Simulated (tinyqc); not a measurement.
# MOSFET in the linear regime without short-channel effects, parameter extraction from computed curves: effects of single changes

Inversion charge Q = Cox n Vt W0(exp((Vg - VT)/(n Vt))), W0 the Lambert function and n = nf; u = Q/Cox; mobility mu = mu0/(1 + th1 u + th2 u^2); channel resistance Rch = (L - dL)/(W mu Q); Id = Vd/(Rch + Rsd/W). Cox = eps0 eox/tox. Small Vd, no channel-length or drain effects.

Parameters, values chosen for the exercise; channel values of the order met in silicon transistors:
```
symbol  value        unit                                                               meaning
T         400           K                                                           temperature
eox      21.8              relative permittivity of the gate insulator (close to hafnium oxide)
tox        14          nm                                                   insulator thickness
mu0       150  cm^2/(V s)                                                    low-field mobility
th1      0.37         1/V                                     first mobility attenuation factor
th2         0       1/V^2                                    second mobility attenuation factor
VT       0.49           V                                                     threshold voltage
nf       1.24                                                                       body factor
W           1          um                                                            gate width
L        0.46          um                                                     drawn gate length
dL      0.003          um                                           drawn less effective length
Rsd       540      ohm um                                          source plus drain resistance
Vd      0.025           V                                                         drain voltage
```

Constants: q = 1.602176634e-19 C, kB = 1.380649e-23 J/K, Vt = kB T/q, eps0 = 8.8541878128e-14 F/cm where lengths are in cm. Results are converted to the units shown.

Each table varies one quantity; the others keep the values above.

## Extraction methods against the body factor

From the continuous curve Id(Vg): tangent at peak gm (V_ext = Vg - Id/gm); constant current Id = 0.1 uA W/L; peak of d2Id/dVg2; Y = Id/sqrt(gm) drawn through Vg = VT + 0.6 and VT + 0.8 V, with intercept VT_Y and slope s. Mobilities gm,max L/(W Cox Vd) and s^2 L/(W Cox Vd) with the drawn L. Last column: share of Rsd/W in the total resistance at VT + 0.8 V.

Extraction methods against the body factor:
columns A: nf; B: V_ext (V); C: constant current (V); D: second derivative (V); E: VT_Y (V); F: mobility from gm (cm^2/(V s)); G: mobility from Y (cm^2/(V s)); H: series share (%)
```
A        B      C      D      E     F    G     H
1    0.489  0.490  0.479  0.536   103  135  11.9
1.1  0.487  0.484  0.477  0.536   101  133  11.8
1.2  0.485  0.478  0.476  0.536  99.6  132  11.8
1.3  0.483  0.472  0.474  0.536  98.0  130  11.7
1.4  0.480  0.466  0.472  0.536  96.6  129  11.6
1.5  0.477  0.459  0.470  0.535  95.2  127  11.6
1.6  0.475  0.452  0.469  0.534  93.9  126  11.5
1.7  0.472  0.445  0.467  0.532  92.6  124  11.5
```

The model has VT = 0.49 V and mu0 = 150 cm^2/(V s). Over the table the extracted thresholds move by 18 mV (tangent), 45 mV (constant current), 12 mV (second derivative), 3.9 mV (Y function). The mobility from gm falls from 103 to 92.6 and that from Y falls from 135 to 124 cm^2/(V s).

## Extraction methods against the source plus drain resistance

Same model as above.

Result of one run:
columns A: Rsd (ohm um); B: V_ext (V); C: constant current (V); D: second derivative (V); E: VT_Y (V); F: mobility from gm (cm^2/(V s)); G: mobility from Y (cm^2/(V s)); H: series share (%)
```
A      B      C      D      E    F    G  H
0  0.496  0.475  0.477  0.536  108  131  0
```

What becomes of these results when the source plus drain resistance Rsd is changed from 0 to 800 ohm um, all else the same?

Result of the changed run:
columns A: Rsd (ohm um); B: V_ext (V); C: constant current (V); D: second derivative (V); E: VT_Y (V); F: mobility from gm (cm^2/(V s)); G: mobility from Y (cm^2/(V s)); H: series share (%)
```
A        B      C      D      E     F    G     H
800  0.480  0.476  0.474  0.536  95.5  131  16.5
```

The whole series:
columns A: Rsd (ohm um); B: V_ext (V); C: constant current (V); D: second derivative (V); E: VT_Y (V); F: mobility from gm (cm^2/(V s)); G: mobility from Y (cm^2/(V s)); H: series share (%)
```
A         B      C      D      E     F    G     H
0     0.496  0.475  0.477  0.536   108  131     0
50    0.495  0.476  0.477  0.536   107  131  1.22
100   0.493  0.476  0.477  0.536   106  131  2.40
200   0.491  0.476  0.476  0.536   104  131  4.70
400   0.487  0.476  0.475  0.536   101  131  8.97
800   0.480  0.476  0.474  0.536  95.5  131  16.5
1500  0.471  0.476  0.471  0.536  88.0  131  27.0
```

The model has VT = 0.49 V and mu0 = 150 cm^2/(V s). Over the table the extracted thresholds move by 25 mV (tangent), 0.82 mV (constant current), 6.0 mV (second derivative), under 0.5 mV (Y function). The mobility from gm falls from 108 to 88.0 and that from Y stays near 131 cm^2/(V s). Y cancels the series resistance, which multiplies Id and sqrt(gm) by the same factor.

tinyqc, about 0.01 s, one thread, Intel Xeon 2.30GHz (shared host): `OMP_NUM_THREADS=1 python tinyqc.py 2210029 2210030 out.jsonl`
